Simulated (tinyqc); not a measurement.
Lifetime from the low-frequency admittance.

Question. At low frequency a p+-n diode with a base of width wb has C_diff/G = (tau/2)(1 - 2 x/sinh 2x), x = wb/sqrt(Dp tau). Find tau, x and the limit of C_diff/G for infinite lifetime, wb^2/(3 Dp).

Parameters, values chosen for the exercise:
- Dp = 8.7 cm^2/s (hole diffusion coefficient)
- wb = 21 um (width of the neutral base)

G = 0.30542581 S/cm^2
C_diff = 0.028018408 uF/cm^2

Solution. The ratio rises steadily with tau from tau/2 (long base) towards wb^2/(3 Dp) (short base), so one lifetime matches as long as the ratio is below that limit.

tau = 3.000e-7 s
x = 1.300
limit of C_diff/G = 1.690e-7 s

Computed by the program tinyqc: `OMP_NUM_THREADS=1 python tinyqc.py 2890183 2890184 out.jsonl`, one thread of a shared Intel Xeon 2.30GHz, about 0.01 s for the whole run.
